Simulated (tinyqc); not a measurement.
Inside a calculation. Method: tight binding, honeycomb lattice. One step of it, computed by the program tinyqc.

Problem. Levels at k. Diagonalise the Hermitian matrix.

H(k) at k (eV):
```
                     A                    B
A             0.000000  -2.071633-0.407481i
B  -2.071633+0.407481i             0.000000
```

Give: eigenvalues; weights |c|^2 of the basis functions.

Solution.

eigenvalues (eV): -2.1113  2.1113

weights |c|^2 of the basis functions:
```
   band 1  band 2
A  0.5000  0.5000
B  0.5000  0.5000
```
